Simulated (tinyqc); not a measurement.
Inside a calculation. Method: plane-wave Kohn-Sham cycle with exchange-only LDA in a layered model solid. Computed by tinyqc, a small Python program that keeps every step. Settings: points = 16, plane-wave index or count = 3, electrons = 2, k points = 1, area = 12.0, mixing = 0.3, iteration cap = 79. Command: `OMP_NUM_THREADS=1 python tinyqc.py 28740 28741 out.jsonl` (the two numbers bound the seeds that draw the settings). One thread of a shared host (Intel(R) Xeon(R) Processor @ 2.60GHz), about 0.02 s of CPU time with the checks.

A solid whose potential varies along x alone (atomic units):
```
parameter                      value
period a                   12.200000
cross-section of the cell  12.000000
electrons per cell                 2
grid points                       16
plane waves -n..n, n               3
k points                           1
V1 in V1 cos(2 pi x/a)     -0.340000
V2 in V2 cos(4 pi x/a)     -0.180000
```

Stop when sqrt(dV sum R^2) is below 1e-8, dV = a A/N.

Course of the cycle:
```
iteration  E (hartree)  norm of the residual
1            -0.916486              2.42e-01
2            -0.504792              8.28e-02
3            -0.586045              2.36e-01
4            -0.781467              1.93e-01
5            -0.496144              5.09e-02
6            -0.519822              9.97e-02
7            -0.608596              2.41e-01
8            -0.780985              1.89e-01
9            -0.496776              5.09e-02
10           -0.513050              8.91e-02
11           -0.595412              2.34e-01
...                ...                   ...
69           -0.497398              5.51e-02
70           -0.517047              9.47e-02
71           -0.601383              2.37e-01
72           -0.777144              1.88e-01
73           -0.497396              5.51e-02
74           -0.517025              9.47e-02
75           -0.601351              2.37e-01
76           -0.777133              1.88e-01
77           -0.497398              5.51e-02
78           -0.517040              9.47e-02
79           -0.601373              2.37e-01
```

Can the last value be used, and what does the course show?

Not by the stop rule. Not converged within 79 iterations: the residual wanders without falling. Reruns (cap 100 unless said): mixing 0.1: not converged; mixing 0.5, Kerker q0 1.0: converged in 41 (E = -0.49297); mixing 0.3, Pulay depth 5: converged in 24 (E = -0.49297); the original settings with a cap of 400: not converged.
